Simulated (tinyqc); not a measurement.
Intrinsic and extrinsic failures together.

All devices wear out with slope 1.5 and scale t63; the share 0.02 also has a flaw with slope 0.26 and scale 0.01 t63: 1 - F = exp(-(t/t63)^1.5) [1 - 0.02 + 0.02 exp(-(t/(0.01 t63))^0.26)]. W = ln(-ln(1 - F)); the local slope is dW/d ln t.

Parameters, values chosen for the exercise:
- t63 = 98 s (characteristic time of a test capacitor)

Result of one run:

| t (s) | F | W | local slope | F of wear-out alone |
|---|---|---|---|---|
| 180 | 0.9187 | 0.9199 | 1.488 | 0.9170 |

What becomes of these results when the time t is changed from 180 to 0.09 s, all else the same?

Result of the changed run:

| t (s) | F | W | local slope | F of wear-out alone |
|---|---|---|---|---|
| 0.09 | 0.008344 | -4.782 | 0.2015 | 2.783e-5 |

The whole series:

| t (s) | F | W | local slope | F of wear-out alone |
|---|---|---|---|---|
| 0.00095 | 0.003036 | -5.796 | 0.2396 | 3.018e-8 |
| 0.0043 | 0.004327 | -5.441 | 0.2302 | 2.906e-7 |
| 0.02 | 0.006099 | -5.097 | 0.2169 | 2.915e-6 |
| 0.09 | 0.008344 | -4.782 | 0.2015 | 2.783e-5 |
| 0.41 | 0.01126 | -4.481 | 0.2027 | 2.706e-4 |
| 1.9 | 0.01656 | -4.092 | 0.3568 | 0.002696 |
| 8.6 | 0.04179 | -3.154 | 0.9509 | 0.02566 |
| 39 | 0.2364 | -1.310 | 1.400 | 0.2220 |
| 180 | 0.9187 | 0.9199 | 1.488 | 0.9170 |

The local slope goes from 0.240 through a minimum of 0.202 (at t = 0.09 s among the rows listed) to 1.49. At early times the flawed share sets F, 1.01e5 times the wear-out value in the first row, so a line fitted to the steep upper part says nothing about low percentiles.

Numbers from tinyqc (`OMP_NUM_THREADS=1 python tinyqc.py 2070021 2070022 out.jsonl`; about 0.01 s on one thread of a shared Intel Xeon 2.30GHz).
